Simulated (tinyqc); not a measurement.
Square on-chip spiral inductor, lumped pi model: two steps of the calculation.

Outer diameter do = di + 2 n wd + 2 (n - 1) sp, mean da = (do + di)/2, fill p = (do - di)/(do + di), length l = 4 n da. L = 2.34 mu0 n^2 da/(1 + 2.75 p), mu0 = 4 pi 1e-7 H/m. Rs = rho l/(wd delta (1 - exp(-th/delta))), delta = sqrt(rho/(pi f mu0)). Cs = n wd^2 eps0 eo/hu across the coil. At each end Cox = l wd eps0 eo/(2 ho) leads to the substrate branch Rsi = 2 rs he/(l wd) in parallel with Csi = l wd eps0 11.7/(2 he). With one end grounded Y = 1/(Rs + i w L) + i w Cs + 1/[1/(i w Cox) + 1/(1/Rsi + i w Csi)], w = 2 pi f; Q = -Im Y/Re Y. Eddy currents in neighbouring turns and in the substrate are left out.

Inputs (values chosen for the exercise); values of the order met in silicon radio-frequency processes:
```
symbol,value,unit,meaning
n,3.5,,number of turns
wd,8,um,line width
sp,3,um,space between turns
di,60,um,inner diameter
th,3,um,metal thickness
rho,1.9,uohm cm,metal resistivity
ho,4.8,um,oxide below the coil
hu,1,um,oxide between coil and underpass
eo,3.9,,relative permittivity of the oxide
rs,20,ohm cm,substrate resistivity
he,50,um,effective spreading depth in the substrate
f,9.6,GHz,frequency
```

Constants: eps0 = 8.8541878128e-12 F/m. Results are converted to the units shown.

Task 1. Geometry and model elements. do, l, L, delta, Rs, Cs, Cox, Rsi and Csi as defined.

Wanted: do; l; L; delta; Rs; Cs; Cox; Rsi; Csi.

Result 1.

do = 131.0 um
l = 1337 um
L = 1.701 nH
delta = 0.7080 um
Rs = 4.550 ohm
Cs = 7.735 fF
Cox = 38.47 fF
Rsi = 1870 ohm
Csi = 11.08 fF

Task 2. Admittance, quality factor and apparent inductance. Series branch 1/(Rs + i w L), substrate branch, total Y, Q = -Im Y/Re Y, apparent inductance Im(1/Y)/w, metal-only value w L/Rs, share of the loss in the substrate Re(substrate branch)/Re Y.

L = 1.7011008 nH
Rs = 4.5504604 ohm
Cs = 7.7350185 fF
Cox = 38.473660 fF
Rsi = 1869.8579 ohm
Csi = 11.080414 fF

Give: series branch; substrate branch; Y; Q; apparent inductance; w L/Rs; share of the loss in the substrate.

Result 2.

series branch = 0.4314-9.7267i mS
substrate branch = 0.31237+0.57480i mS
Y = 0.7437-8.6853i mS
Q = 11.678
apparent inductance = 1.8949 nH
w L/Rs = 22.549
share of the loss in the substrate = 42.001 %

Q is 51.8 % of the metal-only value.

Numbers from tinyqc (`OMP_NUM_THREADS=1 python tinyqc.py 2302099 2302100 out.jsonl`; about 0.01 s on one thread of a shared Intel Xeon 2.30GHz).
